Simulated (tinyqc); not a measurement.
# Effect of the position of a charge sheet

One sheet of -2.2e11 cm^-2 lies at the depth x from the gate; it shifts Vfb by -(q/eps0) Q s, with s = x/e2 in layer 2 and t2/e2 + (x - t2)/e1 in layer 1, and it induces the share s/(t1/e1 + t2/e2) of its image in the semiconductor.

Values chosen for this exercise: thickness of layer 1, next to the semiconductor t1 = 1.2 nm; relative permittivity of layer 1 e1 = 3.82; thickness of layer 2, next to the gate t2 = 5 nm; relative permittivity of layer 2 e2 = 22.7.

Constants: q = 1.602176634e-19 C, eps0 = 8.8541878128e-14 F/cm where lengths are in cm. Results are converted to the units shown.

Effect of the position of a charge sheet:
```
x (nm),shift (mV),image in the semiconductor (%)
0,0,0
0.78,1.368,6.430
1.55,2.718,12.78
2.33,4.086,19.21
3.1,5.437,25.55
3.88,6.804,31.98
4.65,8.155,38.33
5.42,13.15,61.79
6.2,21.27,100.0
```

The shift grows from 0 at the gate to 21.3 mV at the semiconductor, by 1.75 mV/nm in layer 2 and 10.4 mV/nm in layer 1, the ratio of the permittivities. A sheet between the layers has 41.2 % of its full effect.

Numbers from tinyqc (`OMP_NUM_THREADS=1 python tinyqc.py 2010131 2010132 out.jsonl`; about 0.01 s on one thread of a shared Intel Xeon 2.30GHz).
